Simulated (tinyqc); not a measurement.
Deal-Grove kinetics of thermal oxidation of silicon: one step, computed by the program tinyqc.

Oxidant diffuses through the oxide and reacts at the interface, so that dx/dt = B/(A + 2x) for the oxide thickness x.

Question. A second oxidation in the same ambient. B = B0 p exp(-E_B/(k_B T)), B/A = (B/A)0 p^m exp(-E_A/(k_B T)), p in atm; A = B/(B/A). Temperatures in kelvin are T(C) + 273.15. Step 2 starts from the thickness x of step 1, with B and A at T2: tau2 = (x^2 + A2 x)/B2 and x2 = (A2/2) [sqrt(1 + 4 B2 (t2 + tau2)/A2^2) - 1].

Inputs (values chosen for the exercise, close to those used for silicon):

| quantity | value | unit |
|---|---|---|
| prefactor B0 | 847 | um^2/h |
| activation energy E_B | 1.23 | eV |
| prefactor (B/A)0 | 3.16e+06 | um/h |
| activation energy E_A | 1.99 | eV |
| temperature T | 850 | C |
| oxidant pressure p | 0.1 | atm |
| pressure exponent m of B/A | 0.7 | - |
| initial oxide x_i | 0.002 | um |
| temperature of step 2, T2 | 1100 | C |
| time of step 2, t2 | 2.4 | h |

Ambient: dry oxygen. Surface: (100). Extension: second step.

oxide thickness x = 0.003460211 um

Constants: k_B = 8.617333262e-05 eV/K.

Give: B2; A2; tau2; thickness after both steps x2.

Answer.

B2 = 0.002591 um^2/h

A2 = 0.08271 um

tau2 = 0.1151 h

thickness after both steps x2 = 0.04935 um

Caution: dry oxides grow faster than Deal-Grove predicts below about 0.03 um, so a start from a thinner film underestimates the thickness (a common remedy is x_i = 0.025 um).
